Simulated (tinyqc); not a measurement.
Surface photovoltage measurement of the minority-carrier diffusion length in a wafer: one step, computed by the program tinyqc. Command: `OMP_NUM_THREADS=1 python tinyqc.py 3130454 3130455 out.jsonl spv walk`. One thread of a shared host (Intel(R) Xeon(R) Processor @ 2.30GHz), about 0.01 s of CPU time with the checks.

Low injection, steady light, a depletion layer much thinner than 1/alpha and L. The excess density dn is taken at the front edge of the neutral region; light that reaches the back is lost.

Task: The linear plot. alpha = (84.732/lambda - 76.417)^2 per cm with lambda in micrometre (an empirical fit for silicon between 0.7 and 1.05 micrometre). Thick wafer: dn = Phi L/((S_f + D/L)(L + 1/alpha)). Finite wafer, with s = S_b L/D, w = W/L, a = alpha L: dn = [Phi a/(a^2 - 1)] [a - B - exp(-alpha W)(a - s)/(cosh w + s sinh w)]/(S_f + B D/L), B = (sinh w + s cosh w)/(cosh w + s sinh w). Readings y = (Phi/dn) (1 + noise x g) at 780, 830, 880, 920, 950, 975 and 995 nm; a least-squares line y = c (1/alpha + L_app) gives L_app = intercept/slope.

Inputs (values chosen for the exercise, modelled on p-type silicon at room temperature): diffusion length L = 63 micrometre; wafer thickness W = 625 micrometre; diffusivity D = 26.5 cm^2/s; front recombination velocity S_f = 130 cm/s; back recombination velocity S_b = 44000 cm/s; photon flux entering = 4.5e+13 1/(cm^2 s); relative noise of each reading = 0.2 %.

normal deviates g for the noise: [0.57, -1.41, 0.22, -0.73, 0.88, 0.74, 0.37]

Give: the table «Readings» with the columns 1/alpha (micrometre), y (cm/s), line (cm/s), for lambda (nm) = 780, 830, 880, 920, 950, 975, 995; slope; apparent length L_app; error of L_app (rounded to 0.001).

Result:

Readings:
```
lambda (nm)  1/alpha (micrometre)  y (cm/s)  line (cm/s)
780                           9.6      5005         4996
830                          15.2      5366         5378
880                          25.3      6082         6079
920                          40.7      7124         7136
950                          61.3      8569         8559
975                          90.9     10610        10604
995                         130.9     13355        13361
```

slope = 68.99 cm/(s micrometre)

apparent length L_app = 62.78 micrometre

error of L_app (rounded to 0.001) = -0.346 %

At W/L = 9.9 the finite thickness shifts L_app by less than 0.05 %. S_f scales all readings alike and leaves L_app unchanged.
